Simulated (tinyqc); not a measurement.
# Worked calculation: tunnelling through a two-layer gate stack, WKB transmission and Tsu-Esaki current

Program tinyqc, `OMP_NUM_THREADS=1 python tinyqc.py 2540063 2540064 out.jsonl`; Intel Xeon 2.30GHz, shared host, one thread, about 0.04 s. Printed values are rounded.

Electrons leave the emitter at x = 0. Energies E (motion across the layers) are in eV from the emitter Fermi level; the collector Fermi level lies at -V and offers states at every E. No charge in the dielectric and no image force: F1 = V/(t1 + t2 eps1/eps2), F2 = F1 eps1/eps2; U = phi1 - F1 x in layer 1 and phi2 - F1 t1 - F2 (x - t1) in layer 2. With C = hbar^2/(2 m0), kappa = sqrt(m (U - E)/C) where U > E and 0 elsewhere; T(E) = exp(-S), S = 2 times the integral of kappa over x.

Inputs (values chosen for the exercise); layer 1 close to silicon dioxide, layer 2 close to zirconium oxide: temperature T = 350 K; Fermi energy of the emitter above its band bottom Ef = 0.19 eV; emitter mass in the supply function me = 0.75 m0; barrier of layer 1 above the emitter Fermi level at zero bias phi1 = 2.98 eV; tunnelling mass of layer 1 m1 = 0.49 m0; thickness of layer 1 t1 = 0.9 nm; relative permittivity of layer 1 eps1 = 3.88; barrier of layer 2 at zero bias phi2 = 1.35 eV; tunnelling mass of layer 2 m2 = 0.25 m0; thickness of layer 2 t2 = 2.6 nm; relative permittivity of layer 2 eps2 = 25.8; voltage across the dielectric V = 0.7 V; energy of the electron followed E = 0 eV; cells in each layer nc = 6; lower end of the energy grid Ea = -0.19 eV; upper end of the energy grid Eb = 0.38 eV; points of the energy grid nE = 11.

Constants: q = 1.602176634e-19 C, kB = 1.380649e-23 J/K, hbar = 1.054571817e-34 J s, m0 = 9.1093837015e-31 kg, Vt = kB T/q, hbar^2/(2 m0) = 0.0380998212 eV nm^2. Results are converted to the units shown.

## Fields and band edges

F1 = V/(t1 + t2 eps1/eps2), F2 = F1 eps1/eps2; U = phi1 - F1 x in layer 1 and phi2 - F1 t1 - F2 (x - t1) in layer 2. EOT = 3.9 (t1/eps1 + t2/eps2).

F1 = 5.42212 MV/cm
F2 = 0.815420 MV/cm
U at the end of layer 1 = 2.49201 eV
U at the start of layer 2 = 0.862009 eV
U at the end of layer 2 = 0.65 eV
EOT = 1.29766 nm

## WKB exponent by the midpoint rule

Cut each layer into nc equal cells, take U and kappa at the cell centres, and sum S = 2 sum kappa h.

x, cell 0 to 11 (nm): [0.07500, 0.22500, 0.37500, 0.52500, 0.67500, 0.82500, 1.11667, 1.55000, 1.98333, 2.41667, 2.85000, 3.28333]
U, cell 0 to 11 (eV): [2.93933, 2.85800, 2.77667, 2.69534, 2.61401, 2.53268, 0.84434, 0.80901, 0.77367, 0.73834, 0.70300, 0.66767]
kappa, cell 0 to 11 (1/nm): [6.14838, 6.06272, 5.97584, 5.88767, 5.79816, 5.70724, 2.35379, 2.30401, 2.25313, 2.20108, 2.14777, 2.09309]
S = 22.2465
T(E) = 2.18007e-10

## WKB exponent in closed form

Each layer adds (2/F) sqrt(m/C) [G(u at its left edge) - G(u at its right edge)] to S, with u = U - E (0 where negative) and G(u) = (2/3) u^1.5. The slope follows from 1/d = -dS/dE.

S = 22.2461
T(E) = 2.18086e-10
energy d over which T(E) grows by a factor e = 0.10382 eV

The midpoint rule gives S = 22.246, so its T(E) is 0.037 % below this value. The band edge stays above E through the whole stack: direct tunnelling through a trapezoid.

## Current density on a coarse energy grid

J = J0 times the integral of T(E) N(E) dE, N = ln[(1 + exp(-E/Vt))/(1 + exp((-E - V)/Vt))], J0 = q^2 me m0 kB T/(2 pi^2 hbar^3) (times 1e-4 for A/cm^2 per eV), by Simpson's rule on nE equally spaced points from Ea to Eb.

E, point 0 to 10 (eV): [-0.190000, -0.133000, -0.076000, -0.019000, 0.038000, 0.095000, 0.152000, 0.209000, 0.266000, 0.323000, 0.380000]
T(E), point 0 to 10: [3.82223e-11, 6.33475e-11, 1.06482e-10, 1.81792e-10, 3.15757e-10, 5.59106e-10, 1.01176e-9, 1.87694e-9, 3.58371e-9, 7.07923e-9, 1.45713e-8]
N, point 0 to 10: [6.30143, 4.42180, 2.59724, 1.05693, 0.249729, 0.0419677, 0.00645497, 9.77958e-4, 1.47821e-4, 2.23357e-5, 3.37474e-6]
T(E) N, point 0 to 10: [2.40855e-10, 2.80110e-10, 2.76559e-10, 1.92142e-10, 7.88535e-11, 2.34644e-11, 6.53088e-12, 1.83557e-12, 5.29747e-13, 1.58120e-13, 4.91742e-14]
J0 = 3.66070e8 A/(cm^2 eV)
J = 0.0205648 A/cm^2

The integrand peaks at E = -0.133 eV among these points. A converged quadrature from -Ef to above the barrier gives 0.02055 A/cm^2; this grid is 0.088 % above that.
